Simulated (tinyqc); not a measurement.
Worked calculation: deep level as a short-range spherical well. Values are carried at full precision from step to step, so a last printed digit may differ when a step is redone from the rounded ones.

A spherical well of radius R and depth V0 below the conduction edge, one mass m, c = hbar^2/2m0. The s level at binding Et solves k cot(k R) = -kappa with k = sqrt(m (V0 - Et)/c), kappa = sqrt(m Et/c); it exists for V0 > Vc = c (pi/2R)^2/m. Outside, psi falls as exp(-kappa r)/r.

Constants: hbar^2/2m0 = 3.80998211 eV angstrom^2; fine-structure constant alpha = 0.007297352564; hc = 1239.841984 eV nm; kB = 8.617333262e-05 eV/K; hbar = 6.58211957e-16 eV s.

Parameters, chosen for this exercise (near those of GaN; not measured data):
- R = 3.7 angstrom (radius of the well)
- V0 = 5.14 eV (depth of the well)
- m = 0.21 m0 (mass)
- n_r = 2.31 (refractive index)
- gv = 1 (valleys)
- sn = 1.1 x 1e-16 cm^2 (capture cross-section)
- T = 300 K (temperature)

## The bound level

Solve for Et; the share outside is [sin^2(kR)/(2 kappa)]/[sin^2(kR)/(2 kappa) + R/2 - sin(2kR)/(4k)].

Et = 0.4685 eV
k = 0.5074 1/angstrom
kappa = 0.1607 1/angstrom
share outside = 0.570
Vc = 3.270 eV

The well is 1.57 times the critical depth. Since dEt/dV0 equals the share inside, 0.43, a 1 % change of V0 moves Et by 4.7 %. The decay length is 6.2 angstrom, 1.7 times R.

## Peak of the photo-ionisation cross-section

Lucovsky model (delta well, plane-wave final states, no local-field factor): sigma = (32 pi alpha c/(3 n_r m Et)) (x - 1)^(3/2)/x^3, x = h nu/Et, c = hbar^2/2m0; 1 angstrom^2 = 1e-16 cm^2.

The maximum lies at x = 2. Give the photon energy, its wavelength and sigma there.

h nu = 0.937 eV
wavelength = 1323 nm
sigma = 51.2 x 1e-18 cm^2

With 57 % of the state outside the well the delta-well form is only a rough model of this centre.

## Thermal emission

Thermal emission e = sn v Nc exp(-Et/kB T), v = sqrt(6 c kB T/m)/hbar, Nc = 2 gv (m kB T/(4 pi c))^(3/2), c = hbar^2/2m0, one mass for both, degeneracy ratio 1; 1 angstrom = 1e-8 cm.

Give v, Nc, e and 1/e.

v = 2.549 x 1e7 cm/s
Nc = 2.415 x 1e18/cm^3
e = 91.2 1/s
1/e = 0.0110 s

## Checks

- Et from the radial equation on a grid against the matching condition, eV: both 0.47.

Computed by tinyqc, a small Python program: `OMP_NUM_THREADS=1 python tinyqc.py 1251002 1251003 out.jsonl` (the numbers bound the seed that draws the inputs); one thread of a shared host (Intel(R) Xeon(R) Processor @ 2.30GHz), about 0.01 s for the whole set of steps.
